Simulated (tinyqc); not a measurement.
Time-dependent dielectric breakdown: cell percolation, Weibull statistics, area scaling and voltage extrapolation: one step, computed by the program tinyqc. Command: `OMP_NUM_THREADS=1 python tinyqc.py 3021823 3021824 out.jsonl tddb walk`. One thread of a shared host (Intel(R) Xeon(R) Processor @ 2.30GHz), about 0.01 s of CPU time with the checks.

The oxide is divided into columns of area a^2, each holding m = t_ox/a cells (m is taken as continuous). A share lambda(t) = (t/t_1)^alpha of the cells is defective, and a column whose cells are all defective breaks down.

Question. Projection to use conditions. All three voltage laws share the slope n at the stress voltage. Factor t(V_u)/t(V): E law exp(n (1 - V_u/V)); 1/E law exp(n (V/V_u - 1)); power law (V/V_u)^n. Temperatures in kelvin are T(C) + 273.15. Temperature factor exp[(E_a/k_B)(1/T_u - 1/T)]; area factor (A/A_u)^(1/beta); percentile factor (-ln(1 - F))^(1/beta); life = t63 x all four; 1 year = 3.15576e7 s.

Inputs (values chosen for the exercise, for a model gate oxide):

| quantity | value | unit |
|---|---|---|
| test area A | 600 | um^2 |
| product area A_u | 100000 | um^2 |
| stress voltage V | 2.82 | V |
| use voltage V_u | 1.8 | V |
| local exponent n = -d ln t/d ln V at the stress voltage | 39 | - |
| activation energy E_a | 0.89 | eV |
| stress temperature T | 175 | C |
| use temperature T_u | 100 | C |
| allowed failure fraction F | 1e-05 | - |

Voltage law used: power.

Weibull slope beta = 1.592308

characteristic life t63 = 51.22122 s

Constants: k_B = 8.617333262e-05 eV/K.

Give: voltage factor; temperature factor; area factor; percentile factor; projected life.

Answer.

voltage factor = 4.019e+07

temperature factor = 102.7

area factor = 0.04024

percentile factor = 7.243e-04

projected life = 0.1953 years

Area and percentile together cost 4.5 decades, voltage and temperature return 9.6; a ten-year target is missed. Caution: t_1 is an input here; in a real oxide it changes with thickness at fixed voltage.
